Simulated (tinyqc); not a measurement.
Comparisons within one model: polar nitride quantum well with polarisation fields. A value that a table varies takes the place of the one given here.

Growth along [0001]. e_par = (a_sub - a)/a, Ppz = 2 e_par (e31 - e33 C13/C33), P = Psp + Ppz in each layer; strain relaxation and the strain shift of the gaps are left out, although thick layers with more than about 1 % mismatch would relax.

In a periodic stack without free charge the potential drop over a period vanishes: F_w = (P_b - P_w) Lb/(eps0 (eps_w Lb + eps_b Lw)), F_b = -F_w Lw/Lb, eps0 = 8.8541878e-12 F/m; 1 MV/cm = 1e8 V/m = 0.01 V/angstrom.

Envelope functions on cells of 0.25 angstrom over barrier, well, barrier (widths Lb, Lw, Lb), psi = 0 beyond, psi'/m continuous (mean mass between points), c = hbar^2/2m0. With u(z) the integral of e F (F_w in the well, F_b = -F_w Lw/Lb in the barriers, 1 MV/cm = 0.01 V/angstrom), zero at the centre of the well, the electron sees u plus Vc in the barriers and the hole -u plus Vv. The transition is Eg + E_e + E_h; excitons are left out.

Constants: hbar^2/2m0 = 3.80998211 eV angstrom^2; hc = 1239.841984 eV nm.

Inputs chosen for the exercise (near those of an InGaN well in GaN; not measured data): a_w = 3.274 angstrom (lattice constant a, well); a_b = 3.189 angstrom (lattice constant a, barrier); a_sub = 3.189 angstrom (in-plane lattice constant of the stack); Psp_w = -0.0295 C/m^2 (spontaneous polarisation); Psp_b = -0.0333 C/m^2 (spontaneous polarisation); e31_w = -0.353 C/m^2; e31_b = -0.352 C/m^2; e33_w = 0.676 C/m^2; e33_b = 0.674 C/m^2; C_w = 0.295 (C13/C33); C_b = 0.267 (C13/C33); eps_w = 11.4 (dielectric constant); eps_b = 10.5 (dielectric constant); Lb = 95 angstrom (barrier width); Eg = 2.525 eV (gap of the well); Vc = 0.622 eV (conduction offset); Vv = 0.293 eV (valence offset); me = 0.169 m0 (electron, well); meb = 0.2 m0 (electron, barrier); mh = 1.38 m0 (hole, everywhere); Ls = (10, 15, 20, 25, 30, 40, 50) angstrom (well widths); Lw = 17 angstrom (well width).

## Width of the well

Field, levels and overlap anew for each width.

Results:

| Lw (angstrom) | F_w (MV/cm) | E (eV) | E without field (eV) | overlap^2 | ln overlap^2 |
|---|---|---|---|---|---|
| 10 | -2.934 | 2.9504 | 2.9977 | 0.694 | -0.37 |
| 15 | -2.810 | 2.7587 | 2.8511 | 0.535 | -0.63 |
| 20 | -2.696 | 2.6083 | 2.7610 | 0.327 | -1.12 |
| 25 | -2.590 | 2.4810 | 2.7031 | 0.167 | -1.79 |
| 30 | -2.493 | 2.3675 | 2.6639 | 0.0725 | -2.62 |
| 40 | -2.319 | 2.1671 | 2.6161 | 0.00918 | -4.69 |
| 50 | -2.167 | 1.9925 | 2.5893 | 0.000766 | -7.17 |

The red shift grows from 47 to 597 meV. The line drops below Eg between 20 and 25 angstrom, which a square well can never do. Over the last two rows dE/dLw = -17.5 meV per angstrom, against -|e F_w| = -21.7 in the last row; the field itself weakens by 26 % over the table, since a wider well shares the drop with the barrier. The overlap falls by a factor 905.

## Screening the field

F_w = -2.7628 MV/cm

Carriers or a semipolar orientation reduce the field; here it is simply scaled in well and barrier.

Results:

| share of the field | F_w (MV/cm) | E (eV) | nm | overlap^2 | separation (angstrom) |
|---|---|---|---|---|---|
| 1.0 | -2.763 | 2.6949 | 460.1 | 0.45 | 8.8 |
| 0.8 | -2.210 | 2.7328 | 453.7 | 0.56 | 7.5 |
| 0.6 | -1.658 | 2.7646 | 448.5 | 0.68 | 5.9 |
| 0.4 | -1.105 | 2.7890 | 444.5 | 0.80 | 4.2 |
| 0.2 | -0.553 | 2.8046 | 442.1 | 0.90 | 2.2 |
| 0.0 | 0.000 | 2.8099 | 441.2 | 0.93 | 0.0 |

Full screening shifts the line by -18.8 nm (+115 meV). The first fifth of the screening gives 38 meV and the last fifth 5 meV; a purely quadratic shift would give a ratio of 9, a linear one 1, and here it is 7.1.

## What each parameter does

Polarisation, field, levels and overlap anew. Each row changes one parameter from the base and keeps the others.

Results:

| case | F_w (MV/cm) | E (eV) | overlap^2 | red shift (meV) |
|---|---|---|---|---|
| base | -2.763 | 2.6949 | 0.45 | 115 |
| Lw = 22 angstrom | -2.652 | 2.5553 | 0.25 | 180 |
| Lb = 120 angstrom | -2.847 | 2.6873 | 0.43 | 123 |
| a_sub = 3.199 angstrom | -2.760 | 2.6951 | 0.45 | 115 |
| Psp_b = -0.0366 C/m^2 | -3.044 | 2.6736 | 0.40 | 136 |
| e33_w = 0.744 C/m^2 | -2.851 | 2.6883 | 0.43 | 122 |
| eps_w = 12.5 | -2.551 | 2.7101 | 0.49 | 100 |
| mh = 0.97 m0 | -2.763 | 2.7134 | 0.49 | 110 |
| Vc = 0.529 eV | -2.763 | 2.6714 | 0.42 | 121 |

The largest shifts from the base row, up to three for each result and ties (the steps differ in size, so this ranks the rows, not the parameters). F_w (MV/cm): Psp_b -0.281, eps_w +0.211, Lw +0.110; unchanged at the printed digits by mh and Vc. E (eV): Lw -0.1396, Vc -0.0235, Psp_b -0.0213. overlap^2: Lw -0.195, Psp_b -0.0484, mh +0.0412; unchanged at the printed digits by a_sub. red shift (meV): Lw +65, Psp_b +21, eps_w -15; unchanged at the printed digits by a_sub.

(tinyqc, `OMP_NUM_THREADS=1 python tinyqc.py 1250499 1250500 out.jsonl`, Intel(R) Xeon(R) Processor @ 2.30GHz, 1 thread, shared host, about 0.1 s.)
